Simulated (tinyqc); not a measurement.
Thin-film optics by transfer matrices: one step. Reflection and transmission. Two cases, with inputs chosen for the exercise.

Problem. Close the stack on the substrate.

Indices N = n + i k. Snell: N0 sin(theta) = N_j sin(theta_j), with Im(N_j cos theta_j) >= 0. Admittance y_j = N_j cos theta_j for s and N_j/cos theta_j for p. Phase delta_j = 2 pi N_j cos theta_j d_j/lambda. Layer matrix [[cos delta, -i sin delta/y], [-i y sin delta, cos delta]], multiplied from the top down to M. (B, C) = M (1, y_sub); r = (y0 B - C)/(y0 B + C), R = |r|^2, T = 4 Re y0 Re y_sub/|y0 B + C|^2, absorbed in the films 1 - R - T.

Case 1.

M:
$$\begin{pmatrix}
0.940641 & -0.185821i \\
-0.619923i & 0.940641
\end{pmatrix}$$

y_j: ambient 0.422618, film 1 1.826507, substrate 1.368986+7.816128i

Case 2.

M:
$$\begin{pmatrix}
-0.223950 & -0.440981i \\
-2.046402i & -0.435700
\end{pmatrix}$$

y_j: ambient 3.863703, film 1 1.943651, film 2 2.313662, film 3 1.946436, substrate 4.103609+0.039619i

Give: B, C; r; R; T into the substrate; absorbed in the films.

Solution.

Case 1.

B, C: [2.3930-0.2544i, 1.2877+6.7322i]

r = -0.9344-0.2826i
R = 0.9529
T into the substrate = 0.0471
absorbed in the films = 0.0000

The bare substrate would reflect 0.9640.

Case 2.

B, C: [-0.2065-1.8096i, -1.7879-2.0637i]

r = 0.4743+0.2448i
R = 0.2849
T into the substrate = 0.7151
absorbed in the films = 0.0000

The bare substrate would reflect 0.0009.

Computed by tinyqc, one run a case: `OMP_NUM_THREADS=1 python tinyqc.py N N+1 out.jsonl` with N = 1681092, 1681123; one thread of a shared Intel(R) Xeon(R) Processor @ 2.30GHz, about 0.03 s a run at most.
